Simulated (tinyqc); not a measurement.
Worked calculation: velocity overshoot from momentum and energy balance equations after a field step. Computed by tinyqc, a small Python program that keeps every step. Command: `OMP_NUM_THREADS=1 python tinyqc.py 3005367 3005368 out.jsonl overshoot walk`. One thread of a shared host (Intel(R) Xeon(R) Processor @ 2.30GHz), about 0.02 s of CPU time with the checks. Intermediate numbers are printed to about 5 digits and carried at full precision; extremes and crossings named in words are read from the listed rows.

At t = 0 the field jumps from 0 to F in a uniform sample. v is the drift velocity and u = w - (3/2) k_B T the excess energy per carrier.

Inputs (values chosen for the exercise, modelled on electrons in GaN except for tau_E):
```
quantity                      value        unit
effective mass m               0.19         m_0
low-field mobility mu_0        1200  cm^2/(V s)
saturation velocity v_s         1.9    1e7 cm/s
energy relaxation time tau_E   0.48          ps
field after the step F           23       kV/cm
lattice temperature T           300           K
time step dt                    3.1          fs
```

Scheme: explicit Euler.

Constants: m_0 = 9.1093837015e-31 kg; e = 1.602176634e-19 C; k_B = 8.617333262e-05 eV/K.

## Constants and steady state

dv/dt = e F/m - v/tau_m(u), du/dt = e F v - u/tau_E, tau_m(u) = tau_0/(1 + c u), tau_0 = m mu_0/e, c = mu_0/(e tau_E v_s^2); this choice gives the steady state v (1 + mu_0 F v/v_s^2) = mu_0 F, which saturates at v_s. Steady velocity v = 2 mu_0 F/(1 + sqrt(1 + 4 (mu_0 F/v_s)^2)); u = e F v tau_E; carrier temperature T + 2u/(3 k_B), neglecting the drift energy m v^2/2.

tau_0 = 129.63 fs

c = 6.9252 1/eV

acceleration e F/m = 0.021291 1e7 cm/s per fs

steady velocity = 1.3554 1e7 cm/s

steady excess energy = 0.14964 eV

steady carrier temperature = 1457.7 K

tau_E/tau_0 = 3.70, and in the steady state tau_m has shrunk to 63.7 fs.

## First four steps

dv/dt = e F/m - v/tau_m(u), du/dt = e F v - u/tau_E, tau_m(u) = tau_0/(1 + c u), tau_0 = m mu_0/e, c = mu_0/(e tau_E v_s^2); this choice gives the steady state v (1 + mu_0 F v/v_s^2) = mu_0 F, which saturates at v_s. Step: v_new = v + dt (e F/m - v/tau_m(u)), u_new = u + dt (e F v - u/tau_E). Start v = u = 0; the distance adds dt (v + v_new)/2.

Steps:
```
step  t (fs)  v (1e7 cm/s)      u (eV)  tau_m (fs)
1        3.1       0.06600           0      129.63
2        6.2       0.13043  4.7059e-05      129.59
3        9.3       0.19331  1.3975e-04      129.51
4       12.4       0.25468  2.7667e-04      129.38
```

After the first step u is still 0, below the drift energy m v^2/2, because the explicit scheme uses the old v: an error of the finite time step.

## The whole transient

Run to 8 times the larger of tau_E and tau_0, but at most 20001 steps, and stop early if |v| > 1000 v_s or u < -1/(2c); the run is accepted if the last v is within 0.5 % of the steady value.

Selected steps, the peak among them:
```
step      t (fs)  v (1e7 cm/s)      u (eV)  distance (nm)
1     3.1000e+00        0.0660           0     1.0230e-02
2     6.2000e+00        0.1304  4.7059e-05     4.0677e-02
5     1.5500e+01        0.3146  4.5648e-04     2.4853e-01
8     2.4800e+01        0.4857  1.2400e-03     6.2154e-01
15    4.6500e+01        0.8384  4.3343e-03     2.0693e+00
26    8.0600e+01        1.2738  1.2012e-02     5.7092e+00
46    1.4260e+02        1.7534  3.1176e-02     1.5281e+01
75    2.3250e+02        1.9439  6.1498e-02     3.2236e+01
80    2.4800e+02        1.9395  6.6375e-02     3.5247e+01
138   4.2780e+02        1.6827  1.0837e-01     6.8005e+01
239   7.4090e+02        1.4389  1.3693e-01     1.1597e+02
414   1.2834e+03        1.3667  1.4776e-01     1.9141e+02
716   2.2196e+03        1.3558  1.4956e-01     3.1861e+02
1239  3.8409e+03        1.3554  1.4964e-01     5.3838e+02
```

peak velocity = 1.9439 1e7 cm/s

time of the peak = 232.5 fs

distance at the peak = 32.236 nm

last relative deviation from the steady velocity = 1.1698e-06

peak over steady velocity = 1.4342

The velocity overshoots to 1.43 times its steady value: momentum follows the field within tau_m while the energy, and with it the scattering rate, builds up over tau_E. A channel shorter than a few times 32 nm would see this.

## Error of the time step

The peak velocity is recomputed with dt/2 and dt/4 and by an adaptive Runge-Kutta method (tolerance 1e-9).

Peak velocity:
```
step      v_peak (1e7 cm/s)  error (%)
dt                   1.9439    0.53328
dt/2                 1.9387    0.26476
dt/4                 1.9361    0.13174
adaptive             1.9336    0.00000
```

The explicit scheme puts the peak 0.53 % too high; halving dt divides the error by 2.01, as a first-order method should.

Checks made by the program: peak at dt/4 against the adaptive solution (relative difference 1e-03).
